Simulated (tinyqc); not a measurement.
Band offset from the macroscopic average of a supercell potential, step by step. Values are carried at full precision from step to step, so a last printed digit may differ when a step is redone from the rounded ones.

A model of the planar-averaged electrostatic energy of an electron in a periodic cell of N1 periods of A (L1 = N1 n1 h) and N2 periods of B (L2 = N2 n2 h), on z_j = j h: V(z) = f VA + (1 - f) VB + F t(z), VA = V1[0] + V1[1] cos(2 pi z/(n1 h)) + V1[2] cos(4 pi z/(n1 h)), VB the same with V2, n2 and z - L1. f = [tanh(z/w) - tanh((z - L1)/w) + tanh((z - L1 - L2)/w)]/2 + 1/2; t(z) = z - L1/2 in A and (L1/L2)(L1 + L2/2 - z) beyond, so that the cell is periodic.

Constants: e^2/(4 pi eps0) = 14.39964547 eV angstrom.

Inputs chosen for the exercise (gaps near those of GaAs and Ge; shifted at random, so the results belong to these values and not to a real crystal):

| symbol | value | unit | meaning |
|---|---|---|---|
| h | 0.25 | angstrom | grid step |
| n1 | 5 |  | grid points per period of A |
| n2 | 7 |  | grid points per period of B |
| N1 | 5 |  | periods of A |
| N2 | 5 |  | periods of B |
| V1 | (-8.46, 1.81, 0.23) | eV | mean and two harmonics of the potential in A |
| V2 | (-8.89, 4.63, 0.33) | eV | the same in B |
| w | 0.31 | angstrom | width of the interfaces |
| F | 0.024 | eV/angstrom | slope in A from opposite charges on the two interfaces |
| Ev1 | 3.91 | eV | valence top of bulk A above its mean potential |
| Eg1 | (0.52, 1.57) | eV | gap of A: semi-local value, corrected value |
| fv1 | 0.59 |  | share of the correction that lowers the valence top of A |
| Ev2 | 4.49 | eV | valence top of bulk B above its mean potential |
| Eg2 | (0.1, 0.74) | eV | gap of B: semi-local value, corrected value |
| fv2 | 0.52 |  | the same share for B |
| eps | 13.6 |  | dielectric constant at the interface |

## The planar average

Evaluate V on the grid, j = 0, 1, ...

V(z_j) (eV): -9.713  -8.948  -9.930  -9.881  -8.131  -6.465  -8.126  -9.886  -9.880  -8.108  -6.435  -8.096  -9.856  -9.850  -8.078  -6.405  -8.066  -9.826  -9.820  -8.048  -6.376  -8.043  -9.820  -9.804  -7.684  -5.100  -6.340  -10.137  -12.770  -12.790  -10.163  -6.028  -3.885  -6.036  -10.181  -12.824  -12.828  -10.194  -6.057  -3.915  -6.066  -10.211  -12.854  -12.858  -10.224  -6.087  -3.945  -6.096  -10.241  -12.884  -12.888  -10.254  -6.117  -3.975  -6.126  -10.270  -12.906  -12.894  -10.270  -6.481

## Running means

Running mean over n points, periodic: for odd n the plain mean of the n points centred on j; for even n the n + 1 points with half weight at both ends. The macroscopic average applies the mean over n1 points and then over n2 points.

Apply the first mean, then the second.

after the mean over n1 points (eV): -9.069  -8.991  -9.321  -8.671  -8.507  -8.498  -8.498  -8.493  -8.487  -8.481  -8.475  -8.469  -8.463  -8.457  -8.451  -8.445  -8.439  -8.433  -8.427  -8.423  -8.421  -8.418  -8.345  -8.090  -7.750  -7.813  -8.406  -9.428  -10.440  -10.378  -9.127  -7.780  -7.259  -7.791  -9.151  -10.413  -10.417  -9.164  -7.812  -7.289  -7.821  -9.181  -10.443  -10.447  -9.194  -7.842  -7.319  -7.851  -9.211  -10.473  -10.477  -9.224  -7.872  -7.349  -7.879  -9.234  -10.493  -10.564  -10.453  -9.661

macroscopic average (eV): -9.533  -9.239  -8.960  -8.793  -8.711  -8.639  -8.519  -8.491  -8.486  -8.481  -8.475  -8.469  -8.463  -8.457  -8.451  -8.445  -8.439  -8.434  -8.429  -8.415  -8.365  -8.268  -8.180  -8.178  -8.321  -8.610  -8.901  -9.049  -9.053  -8.974  -8.886  -8.846  -8.843  -8.848  -8.853  -8.858  -8.862  -8.866  -8.871  -8.875  -8.879  -8.884  -8.888  -8.892  -8.896  -8.901  -8.905  -8.909  -8.914  -8.918  -8.922  -8.926  -8.930  -8.933  -8.945  -9.121  -9.376  -9.622  -9.781  -9.793

Around the middle of B the first mean varies by 2626 meV over five points and the second by 17 meV; the tilt of the potential alone amounts to 17 meV over these points: one window removes only the period it matches.

## The potential line-up

Read the macroscopic average in the middle of each region, j = 12 and j = 42, and its slope in A by a central difference over two points each way.

plateau in A = -8.463 eV
plateau in B = -8.888 eV
dV = B - A = -0.425 eV
slope in A = 0.024 eV/angstrom

The average is tilted: the interfaces carry opposite charges, and the potential changes by +0.15 eV across A and by as much the other way across B. Reading both regions at their mid-points (to within half a grid step), or extrapolating both lines to one interface, removes the tilt from dV.

## Band offsets

dEv = Ev(A) - Ev(B) = Ev1 - (dV + Ev2); dEc = Ec(B) - Ec(A) = Eg2 - Eg1 - dEv. The correction of a gap, c = Eg[1] - Eg[0], lowers the valence top by fv c and leaves dV, a ground-state quantity, as it is. Type I: dEv and dEc of one sign; II: opposite signs; III: no overlap of the gaps.

Give the offsets with semi-local and with corrected band edges.

dEv, dEc, semi-local (eV): -0.155  -0.265

lowering of the valence tops of A and B (eV): 0.620  0.333

dEv, dEc, corrected (eV): -0.442  -0.388

The correction moves dEv by -0.29 eV and dEc by -0.12 eV; the type stays I.

## The dipole behind the step

A step dV of the mean electron energy from A to B across an interface equals 4 pi (e^2/4 pi eps0) times a dipole per area p (in e angstrom per angstrom^2). For a change of 0.1 eV in dV, give the charge per area moved over 2 angstrom in a medium of dielectric constant eps: sigma = 0.1 eps/(4 pi (e^2/4 pi eps0) 2). 1 angstrom^-2 = 1e16 cm^-2.

|p| = 0.00235 e/angstrom
sigma = 3.76e+13 e/cm^2

With about 7e14 atoms per cm^2 in a plane (as on a silicon (100) face), 5.4 % of an electron per atom shifts the line-up by 0.1 eV.

## Checks

- Line-up in a cell of 14 + 14 periods without slope against V2[0] - V1[0] (eV): both -0.4300.

Program tinyqc; command `OMP_NUM_THREADS=1 python tinyqc.py 1881099 1881100 out.jsonl`; about 0.01 s on one thread of a shared Intel(R) Xeon(R) Processor @ 2.30GHz.
